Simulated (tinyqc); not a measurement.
Metal-interlayer-semiconductor contact, depinning against tunnelling resistance: two steps of the calculation.

Zero bias, n-type semiconductor. Gap states at the semiconductor surface thin out as exp(-be ti), which unpins the barrier; electrons must then cross the interlayer (a rectangular barrier, no voltage drop across it) and the parabolic depleted layer, both by WKB. Energies E are counted from the Fermi level; no image force, parabolic bands.

Parameters, values chosen for the exercise; semiconductor values close to those of 4H silicon carbide; interlayer mass of the order of that in titanium dioxide, offset chosen freely: temperature T = 300 K; band gap Eg = 3.26 eV; relative permittivity eps_r = 9.61; electron affinity chi = 3.49 eV; conduction-band density of states at T Nc = 1.7e19 cm^-3; tunnelling mass in the semiconductor mt = 0.192 m0; Richardson mass mA = 0.375 m0; donor density Nd = 2e19 cm^-3; charge-neutrality level above the valence band E0 = 1.9 eV; pinning factor without interlayer S0 = 0.63; metal work function phiM = 3.81 eV; interlayer thickness ti = 1.9 nm; conduction-band offset of the interlayer above the semiconductor dE = 0.16 eV; tunnelling mass in the interlayer mi = 0.3 m0; decay constant of gap states through the interlayer be = 1.8 1/nm.

Constants: q = 1.602176634e-19 C, kB = 1.380649e-23 J/K, eps0 = 8.8541878128e-12 F/m, hbar = 1.054571817e-34 J s, h = 6.62607015e-34 J s, m0 = 9.1093837015e-31 kg, Vt = kB T/q, hbar^2/(2 m0) = 0.0380998212 eV nm^2. Results are converted to the units shown.

Problem 1. Pinning, barrier and scales. S = 1/(1 + (1/S0 - 1) exp(-be ti)); phiB = S (phiM - chi) + (1 - S)(Eg - E0); xi = Ec - EF deep inside, from Nd = Nc F(-xi/Vt), F(x) = (2/sqrt(pi)) int_0^infinity sqrt(u) du/(1 + exp(u - x)); band bending U = phiB - xi; E00 = (hbar/2) sqrt(Nd/(eps0 eps_r mt m0)) in volts; A = 4 pi q mA m0 kB^2/h^3.

Give: S; phiB; xi; U; E00; A.

Solution 1.

S = 0.98115
phiB = 0.33960 eV
xi = -0.014783 eV
U = 0.35439 eV
E00 = 0.061127 eV
A = 45.065 A/(cm^2 K^2)

Problem 2. Exponents and integrand on an energy grid. With U = phiB - xi: for xi < E < phiB, y = (E - xi)/U and G1 = (U/E00) [sqrt(1 - y) - y ln((1 + sqrt(1 - y))/sqrt(y))], G1 = 0 above phiB; G2 = 2 ti sqrt(mi max(phiB + dE - E, 0)/C), C = hbar^2/(2 m0); f = 1/(1 + exp(E/Vt)); integrand exp(-G1 - G2) f.

| point | E (eV) |
|---|---|
| 0 | -0.01 |
| 1 | 0.01357 |
| 2 | 0.03714 |
| 3 | 0.06071 |
| 4 | 0.08429 |
| 5 | 0.10786 |
| 6 | 0.13143 |
| 7 | 0.155 |
| 8 | 0.17857 |
| 9 | 0.20214 |
| 10 | 0.22571 |
| 11 | 0.24929 |
| 12 | 0.27286 |
| 13 | 0.29643 |
| 14 | 0.32 |

phiB = 0.33960392 eV
xi = -0.014783366 eV
E00 = 0.061126565 eV

Find: G1; G2; f; integrand.

Solution 2.

| point | G1 | G2 | f | integrand (1e-6) |
|---|---|---|---|---|
| 0 | 5.5359 | 7.6120 | 0.59552 | 1.1610 |
| 1 | 4.6631 | 7.4339 | 0.37170 | 2.0726 |
| 2 | 3.9845 | 7.2514 | 0.19207 | 2.5337 |
| 3 | 3.4039 | 7.0642 | 0.087196 | 2.4788 |
| 4 | 2.8920 | 6.8718 | 0.036952 | 2.1245 |
| 5 | 2.4348 | 6.6740 | 0.015184 | 1.6807 |
| 6 | 2.0237 | 6.4701 | 0.0061573 | 1.2607 |
| 7 | 1.6532 | 6.2595 | 0.0024833 | 0.9090 |
| 8 | 1.3200 | 6.0417 | 9.9936e-4 | 0.6347 |
| 9 | 1.0217 | 5.8157 | 4.0181e-4 | 0.4311 |
| 10 | 0.7571 | 5.5805 | 1.6150e-4 | 0.2856 |
| 11 | 0.5258 | 5.3349 | 6.4876e-5 | 0.1848 |
| 12 | 0.3289 | 5.0775 | 2.6070e-5 | 0.1170 |
| 13 | 0.1686 | 4.8064 | 1.0476e-5 | 0.0724 |
| 14 | 0.0509 | 4.5190 | 4.2095e-6 | 0.0436 |

Range of the model: The depletion charge would drop about 0.075 V across such an interlayer (eps_r near 40) at ti = 1.9 nm and Nd = 2e19 cm^-3, against a band bending of 0.35 V; this model leaves that drop out.

Numbers from tinyqc (`OMP_NUM_THREADS=1 python tinyqc.py 2270012 2270013 out.jsonl`; about 0.02 s on one thread of a shared Intel Xeon 2.30GHz).
